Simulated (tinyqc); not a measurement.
Length of a molecular wire: coherent transport through a tight-binding bridge. Computed by the program tinyqc. T = Gamma_L Gamma_R |G_1n|^2 with the self-energies of semi-infinite chains.

A uniform bridge between two chains:
```
parameter                        value
site energy (eV)              3.750000
hopping in the bridge (eV)    1.310000
lead hopping (eV)             2.050000
couplings (eV)              0.72, 0.89
E (eV)                       -0.270000
```

Transmission against length:
```
sites           T      ln T
2      3.2179e-03   -5.7390
3      4.4062e-04   -7.7273
4      6.0501e-05   -9.7129
5      8.3106e-06  -11.6980
6      1.1416e-06  -13.6831
7      1.5683e-07  -15.6681
8      2.1543e-08  -17.6532
9      2.9594e-09  -19.6383
10     4.0654e-10  -21.6233
```

What does the comparison show, and why?

E lies outside the band of the bridge (|E - e|/2h = 1.534 > 1), so T decays as exp(-beta n) with beta = 2 arccosh(1.534) = 1.9851 a site; the last two rows give 1.9851.
